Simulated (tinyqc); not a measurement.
# Interdiffusion in a binary couple: Darken equations, Kirkendall shift and Boltzmann-Matano analysis, step by step

A worked calculation. Computed by tinyqc, a small Python program that keeps every step. Command: `OMP_NUM_THREADS=1 python tinyqc.py 3014349 3014350 out.jsonl darken walk`. One thread of a shared host (Intel(R) Xeon(R) Processor @ 2.30GHz), about 0.02 s of CPU time with the checks. Intermediate numbers are printed to about 7 digits and carried at full precision; extremes and crossings named in words are read from the listed rows.

x is the mole fraction of B; the molar volume is constant, and the two halves are long enough to count as infinite.

Inputs (values chosen for the exercise, for a model alloy A-B):
```
quantity                            value   unit
tracer diffusivity D*_A(0)        4.9e-16  m^2/s
tracer diffusivity D*_B(0)        1.1e-16  m^2/s
slope k of ln D* with x              -1.5      -
regular-solution parameter W        -0.04     eV
temperature T                        1010      K
left composition x_L                 0.33      -
right composition x_R                0.83      -
time t                              20000      s
composition x for the local step     0.47      -
```

Vacancy-wind correction: none.

Constants: k_B = 8.617333262e-05 eV/K.

## Diffusivities at one composition

D*_i(x) = D*_i(0) exp(k x); thermodynamic factor Phi = 1 - 2 W x (1 - x)/(k_B T); intrinsic D_i = D*_i Phi; interdiffusion D~ = x D_A + (1 - x) D_B.

thermodynamic factor Phi = 1.228965

intrinsic D_A = 2.975487e-16 m^2/s

intrinsic D_B = 6.679665e-17 m^2/s

interdiffusion coefficient D~ at the local x = 1.752501e-16 m^2/s

A negative W (tendency to order or compound) speeds mixing: Phi is above 1.

## Composition profile

With lambda = z/sqrt(t), the profile solves d/dlambda (D~ dx/dlambda) + (lambda/2) dx/dlambda = 0 with x = x_L and x_R far to the left and right; z = 0 is the original interface. It is solved as a boundary-value problem in y = lambda/sqrt(D~ at the mean composition) on -12 < y < 12 (collocation, tolerance 1e-8). The last column is the error-function profile for a constant D~ taken at the mean composition.

D~ at the mean composition = 1.694155e-16 m^2/s

Profile at time t:
```
y        z (um)          x  dx/dz (1/um)  x for constant D~
-3.0  -5.522209  0.3389399    0.00835480          0.3384737
-2.0  -3.681473  0.3701078    0.02801468          0.3693248
-1.5  -2.761105  0.4024466    0.04256597          0.4022111
-1.0  -1.840736  0.4485878    0.05750538          0.4498750
-0.5  -0.920368  0.5074277    0.06961196          0.5109184
0.0    0.000000  0.5749058    0.07581642          0.5800000
0.5    0.920368  0.6444807    0.07391191          0.6490816
1.0    1.840736  0.7083019    0.06345095          0.7101250
1.5    2.761105  0.7593706    0.04687596          0.7577889
2.0    3.681473  0.7942634    0.02923257          0.7906752
3.0    5.522209  0.8240726    0.00671951          0.8215263
```

At the original interface x = 0.5749, against the mean 0.5800. D~ is 0.801 times as large at x_R as at x_L, about the same at both ends.

## Boltzmann-Matano quantities at composition x

Read from the profile: the position z(x), the area -int_(x_L)^x z dx and the slope.

position z(x) = -1.484745 um

area -int z dx from x_L to the local x = 0.4395549 um

slope dx/dz at the local x = 0.06270395 1/um

## Boltzmann-Matano diffusivity

D~(x) = area/(2 t slope), with z counted from the original interface (the Matano plane); 1 um^2 = 1e-12 m^2.

D~ from the profile = 1.752501e-16 m^2/s

It returns the value of D~ 1.7525e-16 m^2/s that went in.

## Kirkendall markers

Lattice planes move with v = (D_B - D_A) dx/dz; markers from the original interface stay at one composition, where z_K = 2 t v.

marker position z_K = -0.6120423 um

composition at the markers = 0.5293518

number of solutions = 1

The markers move towards the A-rich side, the side that loses atoms of the faster species (A); vacancies flow the same way and may condense there as voids.

Checks made by the program: mass balance about the original interface (Matano plane at z = 0) (relative difference below 1e-10); Boltzmann-Matano against the Darken value (relative difference 2e-07).
